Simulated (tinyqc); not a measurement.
Leakage currents through a thin dielectric. Changing the thickness t. Computed by tinyqc, a small Python program. Command: `OMP_NUM_THREADS=1 python tinyqc.py 3011058 3011059 out.jsonl leak sweep`. One thread of a shared host (Intel(R) Xeon(R) Processor @ 2.30GHz), about 0.3 s of CPU time with the checks.

Electrons leave an electrode with Fermi energy E_F above its band bottom; barriers are counted from the Fermi level, and both electrodes are alike. They cross the interlayer first.

Inputs (values chosen for the exercise, modelled on TiO2):

| quantity | value | unit |
|---|---|---|
| barrier height phi_B | 0.588 | eV |
| tunnelling mass m | 0.55 | m_0 |
| static permittivity k | 52.4 | - |
| optical permittivity k_o | 5.73 | - |
| trap depth phi_t | 0.51 | eV |
| Poole-Frenkel prefactor sigma_0 | 0.0015 | S/cm |
| electrode Fermi energy E_F | 4.1 | eV |
| electrode mass m_e | 1 | m_0 |
| voltage V | 2.4 | V |
| temperature T | 473 | K |
| interlayer thickness t_i | 1.1 | nm |
| interlayer barrier phi_i | 3.17 | eV |
| interlayer mass m_i | 0.46 | m_0 |
| interlayer permittivity k_i | 4.2 | - |

Stack: dielectric on an interlayer.

Constants: m_0 = 9.1093837015e-31 kg; e = 1.602176634e-19 C; hbar = 1.054571817e-34 J s; k_B = 8.617333262e-05 eV/K; k_B = 1.380649e-23 J/K; eps_0 = 8.8541878128e-12 F/m; h = 6.62607015e-34 J s.

Method:
- Fields: F_i = V/(t_i + t k_i/k), F = F_i k_i/k; equivalent oxide thickness 3.9 (t/k + t_i/k_i).
- WKB: a layer of mass m, field F and barrier b(x) = b_0 - e F x gives the exponent (4 sqrt(2 m)/(3 hbar e F)) [b_0^(3/2) - max(b_0 - e F t, 0)^(3/2)] for b_0 > 0; b_0 = barrier - (E - E_F), less e F_i t_i for the second layer; the transmission is D(E) = exp(-sum of exponents), without image force.
- Tsu-Esaki: J = (e m_e k_B T/(2 pi^2 hbar^3)) int D(E) ln[(1 + exp((E_F - E)/k_B T))/(1 + exp((E_F - eV - E)/k_B T))] dE over the normal energy E (its change with the mass at an interface is neglected) from max(0, E_F - 3 eV) to E_F + largest barrier, by 100 Gauss-Legendre points in each part, split at E_F - 0.3 eV (if inside the range) and E_F + 8 k_B T.
- The mean energy weights E - E_F by the integrand.
- Schottky emission J = A T^2 exp(-(phi_B - sqrt(e^3 F/(4 pi k_o eps_0)))/k_B T), A = 4 pi e m k_B^2/h^3 with the tunnelling mass; Poole-Frenkel J = sigma_0 F exp(-(phi_t - sqrt(e^3 F/(pi k_o eps_0)))/k_B T); both use the field F of the dielectric and ignore the interlayer.

One run for each value:

| thickness t (nm) | tunnel current density (A/cm^2) | transmission D(E_F) | field F (MV/cm) | equivalent oxide thickness (nm) | Poole-Frenkel current density (A/cm^2) |
|---|---|---|---|---|---|
| 1.0 | 50180 | 2.0300e-05 | 1.6300 | 1.0959 | 185.02 |
| 1.3 | 46916 | 1.8967e-05 | 1.5975 | 1.1182 | 164.13 |
| 1.7 | 43068 | 1.7416e-05 | 1.5560 | 1.1480 | 140.62 |
| 2.2 | 38882 | 1.5772e-05 | 1.5072 | 1.1852 | 116.82 |
| 2.8 | 34612 | 1.4140e-05 | 1.4524 | 1.2298 | 94.50 |
| 3.7 | 29370 | 1.2209e-05 | 1.3774 | 1.2968 | 70.12 |
| 4.8 | 24362 | 1.0440e-05 | 1.2956 | 1.3787 | 50.09 |
| 6.2 | 19536 | 8.8067e-06 | 1.2046 | 1.4829 | 33.93 |
| 8.0 | 15008 | 7.3405e-06 | 1.1048 | 1.6168 | 21.68 |

Describe and explain the trends.

Over the rows, tunnel current density (A/cm^2) falls from 50200 to 15000 (exponent d ln y / d ln x -0.26 between the first rows and -1.0 between the last); transmission D(E_F) falls from 2.03e-5 to 7.34e-6 (exponent d ln y / d ln x -0.26 between the first rows and -0.71 between the last); field F (MV/cm) falls from 1.63 to 1.10 (exponent d ln y / d ln x -0.077 between the first rows and -0.34 between the last). At fixed voltage the tunnel current falls by one decade per 103 angstrom between the first rows; a low-bias barrier gives ln(10) hbar/(2 sqrt(2 m phi_B)) = 3.95 angstrom.

Caution (rows 1.00, 1.30, 1.70, 2.20, 2.80, 3.70, 4.80, 6.20): the field is near or above what such a dielectric withstands; the numbers only show the formulas.
